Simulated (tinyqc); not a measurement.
# Conduction-band offset of an n-N heterojunction from carrier-profile moments: what changes with what

Layer 1 (x < 0) accumulates electrons and layer 2 (x > 0) is depleted. Boltzmann statistics. The bands bend down by V1 in layer 1 and up by V2 in layer 2, with V1 + V2 = VD = dE + Vt ln[(N2/Nc2)/(N1/Nc1)].

Values chosen for this exercise; values of the order of III-V alloys:
- T = 350 K (temperature)
- eps_r = 12.3 (relative permittivity of both layers)
- Nc1 = 2.2e17 cm^-3 (density of states of the narrow-gap layer 1)
- Nc2 = 6.6e17 cm^-3 (density of states of the wide-gap layer 2)
- dE = 0.25 eV (conduction-band offset)
- N1 = 1.8e15 cm^-3 (donor density in layer 1)
- N2 = 1.8e16 cm^-3 (donor density in layer 2)
- si = 5.7e10 cm^-2 (fixed charge at the interface)

Constants: q = 1.602176634e-19 C, kB = 1.380649e-23 J/K, Vt = kB T/q, eps0 = 8.8541878128e-14 F/cm where lengths are in cm. Results are converted to the units shown.

Each table varies one quantity; the others keep the values above.

## Effect of the doping of the wide-gap layer

Sheet densities from the first integral: Q1 = sqrt((2 eps0 eps_r Vt N1/q)(exp(u1) - u1 - 1)) extra electrons, Q2 = sqrt((2 eps0 eps_r Vt N2/q)(exp(-u2) + u2 - 1)) missing ones, u = V/Vt; neutrality Q1 = Q2 + si.

Effect of the doping of the wide-gap layer:
```
N2 (cm^-3)  VD (V)   V1 (V)  Q1 (cm^-2)  n(0-)/Nc1
1.5e15      0.2114  0.08667    1.010e11     0.1448
2.7e15      0.2291  0.09496    1.189e11     0.1906
4.9e15      0.2471   0.1049    1.435e11     0.2649
8.8e15      0.2647   0.1161    1.762e11     0.3838
1.6e16      0.2828   0.1288    2.212e11     0.5856
2.8e16      0.2996   0.1418    2.776e11     0.9009
5e16        0.3171   0.1562    3.553e11      1.450
9.1e16      0.3352   0.1718    4.632e11      2.434
```

Read the table: what changes, and by how much?

Q1 rises from 1.01e11 to 4.63e11 cm^-2, as N2^(0.37) over the table, while VD grows by Vt ln 10 a decade and the share V1/VD rises from 0.410 to 0.512. For N2 = 1.6e16, 2.8e16, 5e16, 9.1e16 n(0-) nears or passes Nc1, where degeneracy and quantisation lower Q1.

## An error in the interface position

A C-V profile smears n(x) but keeps its zeroth and first moments: si = -int (N - n) dx, VD = (q/(eps0 eps_r)) int (N - n) x dx, dE = VD - Vt ln[(N2/Nc2)/(N1/Nc1)]. With the step of N placed at xi and the moment taken about xi, VD changes by (q/(eps0 eps_r)) [si xi + (N2 - N1) xi^2/2] and si by (N2 - N1) xi.

An error in the interface position:
```
xi (nm)  error of si (cm^-2)  error of dE (meV)
-30               -4.8600e10            -14.432
-22.5             -3.6450e10            -12.835
-15               -2.4300e10            -9.8972
-7.5              -1.2150e10            -5.6189
0                          0                  0
7.5                1.2150e10             6.9595
15                 2.4300e10             15.259
22.5               3.6450e10             24.900
30                 4.8600e10             35.881
```

What does the table show?

Among the rows the error of dE lies between -14.4 and 35.9 meV, with a linear part from si; the error of si is linear, 1.62e9 cm^-2 a nanometre.

Computed by the program tinyqc: `OMP_NUM_THREADS=1 python tinyqc.py 2410062 2410063 out.jsonl`, one thread of a shared Intel Xeon 2.30GHz, about 0.08 s for the whole run.
